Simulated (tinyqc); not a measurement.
Worked calculation: tight binding, honeycomb lattice. One step of it, computed by the program tinyqc.

Question. Levels at k. Diagonalise the Hermitian matrix.

H(k) at k (eV):
```
                     A                    B
A             0.000000  -1.876250+0.056922i
B  -1.876250-0.056922i             0.000000
```

Give: eigenvalues; weights |c|^2 of the basis functions.

Answer.

eigenvalues (eV): -1.877  1.877

weights |c|^2 of the basis functions:
```
   band 1  band 2
A   0.500   0.500
B   0.500   0.500
```
